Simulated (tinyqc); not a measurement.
Bandgap voltage reference from two bipolar transistors: two steps of the calculation.

Two transistors of area 1 and N carry the same current I. Is(T) = Is (T/T0)^eta exp[(Vg0 q/kB)(1/T0 - 1/T)], VBE1 = Vt ln(I/Is(T)) + I rb, VBE2 = Vt ln(I/(N Is(T))) + I rb/N. The amplifier forces I R1(T) = VBE1 - VBE2 + Vos, with R(T) = R (1 + tc (T - T0)) for both resistors, and the output is Vref = VBE1 + I R2(T). Base currents and the Early effect are neglected.

Values chosen for this exercise; values of the order met in silicon bipolar transistors: reference temperature T0 = 300 K; band-gap voltage extrapolated to 0 K Vg0 = 1.157 V; temperature exponent of the saturation current eta = 3.1; saturation current of the unit transistor at T0 Is = 7.9e-18 A; area ratio of the second transistor N = 8; resistor across which the difference of VBE falls, at T0 R1 = 4.7 kohm; temperature coefficient of both resistors tc = -1200 ppm/K; offset of the amplifier Vos = -0.5 mV; series resistance of the unit transistor rb = 13 ohm; output resistor at T0 R2 = 39.56 kohm; temperature T = 333 K.

Constants: q = 1.602176634e-19 C, kB = 1.380649e-23 J/K. Results are converted to the units shown.

Problem 1. Operating point at the reference temperature. Vt = kB T/q; I = (Vt ln N + Vos)/(R1(T) - rb (1 - 1/N)). Evaluate at T = T0.

Find: Vt; I; Is(T); VBE1; I R2; Vref.

Solution 1.

Vt = 0.025852 V
I = 11.359 uA
Is(T) = 7.9000e-18 A
VBE1 = 0.72385 V
I R2 = 0.44936 V
Vref = 1.1732 V

Problem 2. Operating point at another temperature. 

Wanted: Vt; I; Is(T); VBE1; I R2; Vref.

Solution 2.

Vt = 0.028696 V
I = 13.142 uA
Is(T) = 9.2107e-16 A
VBE1 = 0.67111 V
I R2 = 0.49930 V
Vref = 1.1704 V

From T0 to T, VBE1 changes by -52.7 mV and I R2 by 49.9 mV, which leaves -2.80 mV in Vref.

Computed by the program tinyqc: `OMP_NUM_THREADS=1 python tinyqc.py 2062032 2062033 out.jsonl`, one thread of a shared Intel Xeon 2.30GHz, about 0.02 s for the whole run.
